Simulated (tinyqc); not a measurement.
Ten-year voltage from two stress tests.

Problem. Lifetimes follow tau = t0 exp(B/Vd). Ten years are 3.15576e8 s. Find B, t0 and the drain voltage for ten years.

lifetimes at Vd = 3.2 and 3.6 V (s): 5.3e5  81278.1324

Solution. ln(tau) is linear in 1/Vd.

B = 54.0 V
t0 = 0.0249 s
ten-year voltage = 2.32 V

Numbers from tinyqc (`OMP_NUM_THREADS=1 python tinyqc.py 2550029 2550030 out.jsonl`; about 0.01 s on one thread of a shared Intel Xeon 2.30GHz).
